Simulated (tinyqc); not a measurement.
Minority-electron transport through the base of a bipolar transistor (Moll-Ross and Kroemer integrals): one step, computed by the program tinyqc.

Low injection, one dimension, x from the emitter edge (0) to the collector edge (W), s = x/W. Recombination is treated as a small correction (valid for tau_B well below tau_n), computed from the stored charge.

Task: Gain and speed. Emitter-limited gain beta_E = G_E/G_B; recombination-limited gain beta_R = tau_n/tau_B; 1/beta = 1/beta_E + 1/beta_R; f_T from the base alone = 1/(2 pi tau_B).

Inputs (values chosen for the exercise, modelled on InP):

| quantity | value | unit |
|---|---|---|
| saturation velocity v_s | 1 | 1e7 cm/s |
| electron lifetime tau_n | 33 | ns |
| emitter Gummel number G_E | 1.7e+13 | s/cm^4 |
| temperature T | 300 | K |

Base doping profile: exponential. Gap grading: none. Exit of the base: saturation velocity.

base Gummel number G_B = 6.138855e+11 s/cm^4

base transit time tau_B = 0.5676194 ps

Give: beta_E; beta_R; current gain beta; f_T from the base alone.

Result:

beta_E = 27.69

beta_R = 58138

current gain beta = 27.68

f_T from the base alone = 280.4 GHz

The gain is limited mainly by hole injection into the emitter (100 % of the base current). Caution: the mean velocity exceeds v_s, so drift-diffusion with a low-field mobility overstates the speed.
